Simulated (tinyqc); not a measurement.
Telling the models apart: thermal, flicker and telegraph noise of a field-effect transistor. Computed by tinyqc, a small Python program. Command: `OMP_NUM_THREADS=1 python tinyqc.py 3007366 3007367 out.jsonl noise walk`. One thread of a shared host (Intel(R) Xeon(R) Processor @ 2.30GHz), about 0.01 s of CPU time with the checks.

Strong inversion, threshold roll-off and channel-length modulation left out; noise sources are uncorrelated and are given as one-sided spectral densities.

Inputs (values chosen for the exercise, modelled on a high-k silicon transistor):

| quantity | value | unit |
|---|---|---|
| width W | 0.27 | micrometre |
| length L | 21 | nm |
| electrical oxide thickness t | 1.8 | nm |
| mobility mu | 91 | cm^2/(V s) |
| saturation velocity v_s | 0.83 | 1e7 cm/s |
| oxide trap density N_t | 4.5e+17 | 1/(eV cm^3) |
| oxide barrier phi | 2.2 | eV |
| oxide mass m_ox | 0.32 | m_0 |
| Coulomb scattering coefficient alpha_sc | 45000 | V s/C |
| frequency f | 100 | Hz |
| temperature T | 300 | K |

Operating region: saturation. Flicker model: number with correlated mobility.

Constants: eps_0 = 8.8541878128e-12 F/m; hbar = 1.054571817e-34 J s; m_0 = 9.1093837015e-31 kg; e = 1.602176634e-19 C; k_B = 8.617333262e-05 eV/K.

Method. C_ox = 3.9 eps_0/t; V_c = 2 v_s L/mu; I = W C_ox v_s V_ov^2/(V_ov + V_c); g_m = W C_ox v_s V_ov (V_ov + 2 V_c)/(V_ov + V_c)^2; g_d0 = mu C_ox (W/L) V_ov. Tunnelling length lambda = hbar/(2 sqrt(2 m_ox phi)); flat-band noise S_Vfb = e^2 k_B T lambda N_t/(W L C_ox^2 f). S_I = g_m^2 S_Vfb (1 + alpha_sc mu C_ox I/g_m)^2.

Against the overdrive:

| V_ov (V) | I (microampere) | (g_m/I)^2 (1/V^2) | S_I/I^2 (1/Hz) | S_I/g_m^2 (V^2/Hz) |
|---|---|---|---|---|
| 0.20 | 29.49 | 68.641 | 4.3367e-08 | 6.3180e-10 |
| 0.25 | 42.44 | 41.222 | 3.3926e-08 | 8.2302e-10 |
| 0.32 | 62.62 | 23.306 | 2.6779e-08 | 1.1490e-09 |
| 0.40 | 87.84 | 13.861 | 2.2317e-08 | 1.6101e-09 |
| 0.50 | 121.71 | 8.223 | 1.9142e-08 | 2.3278e-09 |
| 0.63 | 168.43 | 4.785 | 1.6791e-08 | 3.5089e-09 |
| 0.80 | 232.57 | 2.738 | 1.5057e-08 | 5.4987e-09 |
| 1.00 | 310.84 | 1.631 | 1.3884e-08 | 8.5144e-09 |

What follows from these numbers?

S_I/I^2 falls as V_ov^-1.10 at first and V_ov^-0.36 at the end; (g_m/I)^2 as V_ov^-2.29 and V_ov^-2.32. The input-referred noise rises by a factor 13.5, because trapped charge also scatters, and that term grows with I/g_m.
